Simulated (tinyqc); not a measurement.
Effective-mass impurity with a central-cell term, in a basis of Slater functions: one step, computed by the program tinyqc. Command: `OMP_NUM_THREADS=1 python tinyqc.py 3015233 3015234 out.jsonl centralcell walk`. One thread of a shared host (Intel(R) Xeon(R) Processor @ 2.30GHz), about 0.01 s of CPU time with the checks.

The envelope obeys H = -nabla^2 - (2/r) [Z + A exp(-kappa r)] in effective units, with kappa = a*/lambda; positive A deepens the well near the core.

Problem. Matrices over the s basis. zeta_i = zeta_1 beta^(i-1), i = 1..n. For s functions exp(-zeta r), with s = zeta_i + zeta_j: S = 2/s^3, T = zeta_i zeta_j S, V = -2 Z/s^2, W = -2 A/(s + kappa)^2; each function is normalised by dividing by sqrt(S_ii S_jj).

Inputs (values chosen for the exercise, for a model semiconductor):
```
quantity                  value  unit
charge Z of the core          1     -
central-cell strength A    -1.7     -
basis size n                  3     -
smallest exponent zeta_1   0.36  1/a*
ratio beta of exponents     2.4     -
```

Impurity: donor, one isotropic band.

kappa = 28.19794 1/a*

Give: exponents; overlap S; kinetic T; Coulomb V; central cell W.

Solution.

exponents (1/a*): 0.36  0.864  2.0736

overlap S:
```
       1      2      3
1  1.000  0.757  0.358
2  0.757  1.000  0.757
3  0.358  0.757  1.000
```

kinetic T (Ry*):
```
        1         2       3
1  0.1296    0.2354  0.2672
2  0.2354  0.746496   1.356
3  0.2672     1.356   4.300
```

Coulomb V (Ry*):
```
         1        2        3
1    -0.72  -0.9263  -0.8712
2  -0.9263   -1.728   -2.223
3  -0.8712   -2.223  -4.1472
```

central cell W (Ry*):
```
           1         2         3
1  7.588e-04  0.002725  0.009349
2   0.002725  0.009795   0.03364
3   0.009349   0.03364    0.1159
```
